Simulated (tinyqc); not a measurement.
Comparisons within one model: electrons shared among three sets of ellipsoidal valleys. A value that a table varies takes the place of the one given here.

F_j(eta) = (1/Gamma(j + 1)) integral_0^infinity x^j dx/(1 + exp(x - eta)), which tends to exp(eta) for eta << 0.

Sets X, L, Gamma: N_i = M_i times N = 2 (m kB T/(4 pi c))^(3/2) with c = hbar^2/2m0, in 1/angstrom^3; times 1e24 for 1/cm^3, m = (ml mt^2)^(1/3); n = sum_i N_i F_1/2((EF - dE_i)/kT), energies from the edge of the first set; mu_drift = sum of share times mobility.

Constants: hbar^2/2m0 = 3.80998211 eV angstrom^2; kB = 8.617333262e-05 eV/K.

Parameters, chosen for this exercise (masses and offsets near those of AlAs; mobilities are free inputs, held fixed; shifted at random, so the results belong to these values and not to a real crystal): dE = (0, 0.236, 0.701) eV (edges of X, L, Gamma above the first); M = (3, 4, 1) (valleys in each set); ml = (0.932, 1.286, 0.152) m0 (longitudinal masses of X, L, Gamma); mt = (0.2113, 0.148, 0.152) m0 (transverse masses); mu = (310, 340, 1800) cm^2/(V s) (mobility of each set); n = 7e+19 1/cm^3 (total electron density); T = 200 K.

## Transfer between valleys with temperature

Offsets, masses and mobilities are held fixed; n is fixed too, so the high values of T stand for hot electrons, not for the lattice.

Populations:

| T (K) | EF (eV) | share X | share L | share Gamma | mu_drift |
|---|---|---|---|---|---|
| 77 | 0.0855 | 1.0000 | 0.0000 | 0.0000 | 310 |
| 150 | 0.0843 | 1.0000 | 0.0000 | 0.0000 | 310 |
| 300 | 0.0785 | 0.9995 | 0.0005 | 0.0000 | 310 |
| 450 | 0.0677 | 0.9943 | 0.0057 | 0.0000 | 310 |
| 600 | 0.0520 | 0.9808 | 0.0192 | 0.0000 | 311 |
| 900 | 0.0070 | 0.9359 | 0.0641 | 0.0000 | 312 |
| 1200 | -0.0526 | 0.8842 | 0.1157 | 0.0001 | 314 |
| 2000 | -0.2612 | 0.7717 | 0.2269 | 0.0014 | 319 |

The share of X goes from 1.000 to 0.772 and the mean mobility from 310 to 319 cm^2/(V s). X holds more than L throughout. The share of Gamma is at most 0.0014.

## Transfer between valleys with doping

Parabolic valleys; band tails and gap narrowing are left out.

Populations:

| n (1/cm^3) | EF (eV) | share X | share L | share Gamma | mu_drift |
|---|---|---|---|---|---|
| 1.0e+16 | -0.1160 | 1.0000 | 0.0000 | 0.0000 | 310 |
| 1.0e+17 | -0.0762 | 1.0000 | 0.0000 | 0.0000 | 310 |
| 1.0e+18 | -0.0359 | 1.0000 | 0.0000 | 0.0000 | 310 |
| 3.0e+18 | -0.0155 | 1.0000 | 0.0000 | 0.0000 | 310 |
| 1.0e+19 | 0.0103 | 1.0000 | 0.0000 | 0.0000 | 310 |
| 3.0e+19 | 0.0429 | 1.0000 | 0.0000 | 0.0000 | 310 |
| 1.0e+20 | 0.1066 | 0.9999 | 0.0001 | 0.0000 | 310 |

The share of X stays near 1.000, so the mean mobility hardly moves. X holds more than L throughout. The share of Gamma is at most 8.5e-18.

## Moving the second set by strain or alloying

The second entry of dE is replaced by the values listed; a negative value puts that set lowest.

Populations:

| offset (eV) | EF (eV) | share X | share L | share Gamma | mu_drift |
|---|---|---|---|---|---|
| -0.100 | -0.0241 | 0.0273 | 0.9727 | 0.0000 | 339 |
| -0.050 | 0.0167 | 0.1842 | 0.8158 | 0.0000 | 334 |
| 0.000 | 0.0470 | 0.4769 | 0.5231 | 0.0000 | 326 |
| 0.025 | 0.0591 | 0.6344 | 0.3656 | 0.0000 | 321 |
| 0.050 | 0.0690 | 0.7792 | 0.2208 | 0.0000 | 317 |
| 0.100 | 0.0806 | 0.9617 | 0.0383 | 0.0000 | 311 |
| 0.150 | 0.0827 | 0.9974 | 0.0026 | 0.0000 | 310 |
| 0.200 | 0.0829 | 0.9999 | 0.0001 | 0.0000 | 310 |
| 0.300 | 0.0829 | 1.0000 | 0.0000 | 0.0000 | 310 |

The share of X goes from 0.027 to 1.000 and the mean mobility from 339 to 310 cm^2/(V s). X and L hold equal numbers between offset = 0 and 0.025 eV. The share of Gamma is at most 3.1e-18. With Boltzmann statistics the first two sets are equal at kT ln(N_2/N_1) = 0.0016 eV.

## What moves the populations

All else solved anew. Each row changes one parameter from the base and keeps the others.

Results:

| case | EF (eV) | share X | share L | share Gamma | mu_drift (cm^2/(V s)) |
|---|---|---|---|---|---|
| base | 0.0829 | 1.0000 | 0.0000 | 0.0000 | 310 |
| T = 250 K | 0.0810 | 0.9999 | 0.0001 | 0.0000 | 310 |
| n = 2.1e+20 1/cm^3 | 0.1772 | 0.9986 | 0.0014 | 0.0000 | 310 |
| dE = (0, 0.1888, 0.701) eV | 0.0828 | 0.9997 | 0.0003 | 0.0000 | 310 |
| mt = (0.2113, 0.1776, 0.152) m0 | 0.0829 | 1.0000 | 0.0000 | 0.0000 | 310 |
| ml = (0.932, 1.5432, 0.152) m0 | 0.0829 | 1.0000 | 0.0000 | 0.0000 | 310 |
| mu = (372, 340, 1800) cm^2/(V s) | 0.0829 | 1.0000 | 0.0000 | 0.0000 | 372 |

The largest shifts from the base row, up to three for each result and ties (the steps differ in size, so this ranks the rows, not the parameters). EF (eV): n +0.0943, T -0.0019, dE -0.0000; unchanged at the printed digits by mt, ml and mu. share X: n -0.0014, dE -0.0003, T -0.0001; unchanged at the printed digits by mt, ml and mu. share L: n +0.0014, dE +0.0003, T +0.0001; unchanged at the printed digits by mt, ml and mu. share Gamma: unchanged at the printed digits by T, n, dE, mt, ml and mu. mu_drift (cm^2/(V s)): mu +62; unchanged at the printed digits by T, n, dE, mt and ml.

Computed by tinyqc, a small Python program: `OMP_NUM_THREADS=1 python tinyqc.py 1650347 1650348 out.jsonl` (the numbers bound the seed that draws the inputs); one thread of a shared host (Intel(R) Xeon(R) Processor @ 2.30GHz), about 0.01 s for the whole set of steps.
